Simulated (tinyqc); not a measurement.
CCSD on RHF in the sto-3g basis, for BeH2, spin multiplicity 1, step by step. One step of it, computed by the program tinyqc.

Task: Orthogonalisation. S = U s U^T; symmetric (Loewdin) form X = U s^(-1/2) U^T, so that X^T S X = 1.

overlap S, lower triangle:
```
           1Be 1s    1Be 2s   1Be 2px    1Be 2py   1Be 2pz     2H 1s     3H 1s
1Be 1s   1.000000
1Be 2s   0.259517  1.000000
1Be 2px  0.000000  0.000000  1.000000
1Be 2py  0.000000  0.000000  0.000000   1.000000
1Be 2pz  0.000000  0.000000  0.000000   0.000000  1.000000
2H 1s    0.061825  0.438692  0.000000   0.510503  0.000000  1.000000
3H 1s    0.061825  0.438692  0.000000  -0.510503  0.000000  0.028395  1.000000
```

Give: eigenvalues of S; X.

Result:

eigenvalues of S: 0.2637  0.3672  0.9423  1.0000  1.0000  1.7079  1.7189

X, lower triangle:
```
          1Be 1s   1Be 2s  1Be 2px  1Be 2py  1Be 2pz    2H 1s   3H 1s
1Be 1s    1.0285
1Be 2s   -0.1531   1.2333
1Be 2px   0.0000   0.0000   1.0000
1Be 2py   0.0000   0.0000   0.0000   1.3446
1Be 2pz   0.0000   0.0000   0.0000   0.0000   1.0000
2H 1s     0.0193  -0.2931   0.0000  -0.4179   0.0000   1.2746
3H 1s     0.0193  -0.2931   0.0000   0.4179   0.0000  -0.0933  1.2746
```
